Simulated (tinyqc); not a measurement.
Schottky diode by thermionic emission with image-force lowering and series resistance: one step of the calculation.

Metal on an n-type semiconductor with one parabolic valley; V > 0 is forward bias (metal positive). I = I0 [exp(Vj/(n Vt)) - 1] with Vj = V - I Rs; I0 = S A* T^2 exp(-(phi - dphi)/Vt), the lowering dphi taken at zero bias.

Task. Current and small-signal resistance. I = I0 [exp(Vj/(n Vt)) - 1], dV/dI = Rs + n Vt/(I + I0).

Inputs (values chosen for the exercise); band and dielectric values those of a made-up semiconductor:
```
symbol,value,unit,meaning
T,300,K,temperature
n,1.06,,ideality factor
Rs,13,ohm,series resistance
```

Constants: q = 1.602176634e-19 C, kB = 1.380649e-23 J/K, Vt = kB T/q. Results are converted to the units shown.

I0 = 3.8568000e-15 A
converged Vj = 0.83490315 V

Give: I; drop over Rs; dV/dI.

Result.

I = 65.78 mA
drop over Rs = 0.8551 V
dV/dI = 13.42 ohm

tinyqc, about 0.01 s, one thread, Intel Xeon 2.30GHz (shared host): `OMP_NUM_THREADS=1 python tinyqc.py 2640008 2640009 out.jsonl`
